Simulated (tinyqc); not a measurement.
Leakage through a gate insulator: direct, Fowler-Nordheim, trap-assisted and Poole-Frenkel currents: one step, computed by the program tinyqc.

Electrons enter from the cathode Fermi level at x = 0; the conduction band of the insulator lies phi_b - e F x above it, F = V/t. WKB exponents use a parabolic band with mass m.

Problem. One trap at several depths. For a level a distance phi(x) below the band, the WKB exponent is 2 int kappa dx with kappa = sqrt(m phi/(hbar^2/2m_0)); for a linear barrier from phi_1 down to phi_2 = max(phi_1 - e F d, 0) it is G = (4/3) sqrt(m/(hbar^2/2m_0)) (phi_1^(3/2) - phi_2^(3/2))/(e F). A trap at depth x lies phi_t below the band. Capture: tunnel at the cathode Fermi level from 0 to x (G_in from phi_1 = phi_b), rate nu_0 exp(-G_in - E_c/k_B T) with E_c = E_a + max(phi_b - phi_t - e F x, 0), the last term being the height of the trap above the cathode Fermi level. Emission: tunnel from the trap level to the anode (G_out from phi_1 = phi_t over t - x), rate nu_0 exp(-G_out - E_a/k_B T). Re-emission to the cathode follows from detailed balance, rate_back = rate_in exp(dE/k_B T) with dE = phi_b - phi_t - e F x. Each trap passes R = rate_in rate_out/(rate_in + rate_back + rate_out) electrons per second; filling from the anode is left out. Depths: t times 0.08, 0.2, 0.32, 0.44, 0.56, 0.68, 0.8 and 0.92, rounded to 0.01 nm.

Inputs (values chosen for the exercise, with an insulator like SiO2):

| quantity | value | unit |
|---|---|---|
| thickness t | 6.5 | nm |
| barrier phi_b | 3.13 | eV |
| tunnelling mass m | 0.43 | m_0 |
| voltage across the insulator V | 2 | V |
| trap depth phi_t | 2.2 | eV |
| attempt rate nu_0 | 2e+13 | 1/s |
| activation of capture E_a | 0.097 | eV |
| temperature T | 350 | K |

Constants: k_B = 8.617333262e-05 eV/K; hbar^2/(2 m_0) = 3.80998212 eV angstrom^2.

Give: Rates.

Solution.

Rates:

| x (nm) | G_in | G_out | E_c (eV) | rate in (1/s) | rate back (1/s) | rate out (1/s) | R (1/s) |
|---|---|---|---|---|---|---|---|
| 0.52 | 6.10 | 44.36 | 0.867 | 1.469e-02 | 1.796e+09 | 4.358e-08 | 3.562e-19 |
| 1.30 | 14.95 | 40.74 | 0.627 | 6.034e-03 | 2.584e+05 | 1.629e-06 | 3.805e-14 |
| 2.08 | 23.41 | 36.30 | 0.387 | 3.628e-03 | 5.439e+01 | 1.384e-04 | 9.230e-09 |
| 2.86 | 31.48 | 31.16 | 0.147 | 3.251e-03 | 1.706e-02 | 2.342e-02 | 1.741e-03 |
| 3.64 | 39.13 | 25.43 | 0.097 | 8.140e-06 | 1.495e-08 | 7.276e+00 | 8.140e-06 |
| 4.42 | 46.33 | 19.14 | 0.097 | 6.055e-09 | 3.894e-15 | 3.912e+03 | 6.055e-09 |
| 5.20 | 53.06 | 12.35 | 0.097 | 7.229e-12 | 1.628e-21 | 3.482e+06 | 7.229e-12 |
| 5.98 | 59.28 | 5.09 | 0.097 | 1.436e-14 | 1.132e-27 | 4.956e+09 | 1.436e-14 |

The most effective of these traps sits at 2.86 nm, 44 % of the way; where rate back exceeds rate out, re-emission drains the trap, and elsewhere the slower forward step limits R; the best depth is near where rate in and rate out cross.
